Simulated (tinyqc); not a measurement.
Ratio and sensitivities against delay: time-domain thermoreflectance: layered heat flow under a modulated pulse train, and what the signal ratio measures. Computed by tinyqc, a small Python program. Command: `OMP_NUM_THREADS=1 python tinyqc.py 3111543 3111544 out.jsonl tdtr walk`. One thread of a shared host (Intel(R) Xeon(R) Processor @ 2.30GHz), about 0.2 s of CPU time with the checks.

Pulses repeat at 80 MHz; heat is laid down at the surface, all layers are isotropic, and the film is in perfect contact with the substrate.

Inputs (values chosen for the exercise, modelled on aluminium on germanium): metal thickness d = 77 nm; metal conductivity = 170 W/(m K); metal heat capacity = 2.42 MJ/(m^3 K); boundary conductance G under the metal = 47 MW/(m^2 K); film thickness = 18 nm; film conductivity = 13 W/(m K); film heat capacity = 1.7 MJ/(m^3 K); substrate conductivity kappa = 56.4 W/(m K); substrate heat capacity C = 1.73 MJ/(m^3 K); modulation frequency f = 2 MHz; spot radius w (1/e^2, pump and probe) = 6 micrometre.

Stack: metal, film, substrate.

Method:
- For radial wave number k and angular frequency W each layer has u = sqrt(4 pi^2 k^2 + i W C/kappa) and gamma = kappa u. Surface impedance from below: Z = 1/gamma for the substrate; a layer of thickness L maps Z to (Z + tanh(u L)/gamma)/(1 + gamma Z tanh(u L)); a boundary adds 1/G.
- Response per absorbed watt H(W) = 2 pi int_0^(2/w) Z(k, W) exp(-pi^2 k^2 w^2) k dk by 20 Gauss-Legendre points.
- Signal: X + iY = sum_(m = -M..M) H(2 pi (f + m f_r)) exp(i 2 pi m f_r t) exp(-pi (m/M)^2 x 4), f_r = 80 MHz, M = 4000, with H(-W) the complex conjugate of H(W); V_in = X, V_out = Y, ratio = -V_in/V_out.
- Sensitivity S = ln(ratio'/ratio)/ln(1.01) for a rise of one input by 1 %.

Ratio and sensitivities:
```
t (ps)   ratio  S to kappa    S to G    S to d   S to C    S to w  S to film conductivity
100     4.6775     0.51623   0.00749  -0.76220  0.25205  -0.40971                0.001896
200     4.5677     0.51266  -0.01032  -0.73711  0.24899  -0.40686                0.000916
400     4.3640     0.50552  -0.04298  -0.68888  0.24269  -0.40150               -0.001043
800     4.0050     0.49157  -0.10020  -0.60086  0.22985  -0.39206               -0.004629
1500    3.4921     0.46868  -0.18218  -0.46756  0.20741  -0.37874               -0.009916
2500    2.9349     0.43901  -0.27088  -0.31106  0.17601  -0.36494               -0.015776
4000    2.3440     0.39969  -0.35971  -0.13058  0.13069  -0.35214               -0.021811
```

What does the comparison show, and why?

The largest sensitivity in size at 100 ps is to d (-0.76). At 400 ps an error of 3 % in d passes on as 4 % in kappa.

Extremes, crossings and ranges named in words are read from the listed rows.
